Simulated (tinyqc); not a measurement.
Inside a calculation. Method: plane-wave Kohn-Sham cycle with exchange-only LDA in a layered model solid. One step of it, computed by the program tinyqc.

Task: Iteration 2: levels at that k. Diagonalise the Hermitian matrix.

H (hartree):
```
           -3         -2         -1         +0         +1         +2         +3
-3   2.379482   0.073221  -0.006465  -0.003326   0.000847   0.000011   0.000136
-2   0.073221   0.875198   0.073221  -0.006465  -0.003326   0.000847   0.000011
-1  -0.006465   0.073221  -0.027372   0.073221  -0.006465  -0.003326   0.000847
+0  -0.003326  -0.006465   0.073221  -0.328229   0.073221  -0.006465  -0.003326
+1   0.000847  -0.003326  -0.006465   0.073221  -0.027372   0.073221  -0.006465
+2   0.000011   0.000847  -0.003326  -0.006465   0.073221   0.875198   0.073221
+3   0.000136   0.000011   0.000847  -0.003326  -0.006465   0.073221   2.379482
```

Give: eigenvalues.

Result:

eigenvalues (hartree): -0.3617  -0.0275  -0.0057  0.8774  0.8779  2.3829  2.3832
